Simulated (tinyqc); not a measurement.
Random telegraph noise from one oxide trap in a small MOSFET: two steps of the calculation.

An acceptor-like trap exchanges electrons with the channel. Inversion charge Q = Cox u, u = n Vt W0(exp((Vg - VT)/(n Vt))), W0 the Lambert function, n = nf, Cox = eps0 eox/tox; linear regime Id = (W/L) mu Q Vd. Relative to threshold the surface potential rises by Vt ln(u/u0) and the oxide voltage by the rest of Vg - VT, with u0 = n Vt W0(1).

Parameters, values chosen for the exercise; values of the order met in silicon transistors: temperature T = 300 K; relative permittivity of the gate insulator (close to silicon dioxide) eox = 3.9; insulator thickness tox = 1.6 nm; depth of the trap from the channel interface xt = 0.66 nm; trap level above the channel Fermi level at threshold E0 = 0.05 eV; capture prefactor s0 = 6e-15 cm^2; capture barrier (lattice relaxation) EB = 0.34 eV; tunnelling decay length lt = 0.15 nm; thermal velocity vth = 1.5e7 cm/s; thickness of the inversion layer zi = 2.4 nm; threshold voltage VT = 0.36 V; body factor nf = 1.38; gate width W = 270 nm; gate length L = 140 nm; mobility mu = 360 cm^2/(V s); scattering coefficient of the charged trap asc = 1.1e-16 V s; drain voltage Vd = 0.1 V; gate voltage Vg = 0.36 V.

Constants: q = 1.602176634e-19 C, kB = 1.380649e-23 J/K, Vt = kB T/q, eps0 = 8.8541878128e-14 F/cm where lengths are in cm. Results are converted to the units shown.

Problem 1. Trap level, time constants and occupancy. N = Cox u/q; dpsi = Vt ln(u/u0); E = E0 - dpsi - (xt/tox)(Vg - VT - dpsi); capture time tc = 1/[(N/zi) vth s0 exp(-xt/lt - EB/Vt)]; emission time te = tc exp(-E/Vt); occupancy te/(tc + te).

Wanted: u; N; dpsi; E; tc; te; occupancy.

Solution 1.

u = 0.020233 V
N = 2.7255e11 cm^-2
dpsi = 0 V
E = 0.050000 eV
tc = 4.1036e-4 s
te = 5.9320e-5 s
occupancy = 0.12630

The trap lies 1.9 Vt above the Fermi level, so it is empty most of the time.

Problem 2. Step height. A = W L; threshold step dV = q (1 - xt/tox)/(Cox A); gm/Id = 1/(u + n Vt); relative step dI/I = (gm/Id) dV + asc mu/A. Id as defined.

u = 0.020233268 V
N = 2.7255176e11 cm^-2

Find: electrons in the channel N A; dV; gm/Id; number part of dI/I; dI/I; Id; dI.

Solution 2.

electrons in the channel N A = 103.0
dV = 0.1154 mV
gm/Id = 17.89 1/V
number part of dI/I = 0.2064 %
dI/I = 0.2168 %
Id = 3.032 uA
dI = 6.574 nA

Range of the model: VT is taken as given; short-channel effects and the uneven flow of current among few electrons are left out.

Computed by the program tinyqc: `OMP_NUM_THREADS=1 python tinyqc.py 2710043 2710044 out.jsonl`, one thread of a shared Intel Xeon 2.30GHz, about 0.01 s for the whole run.
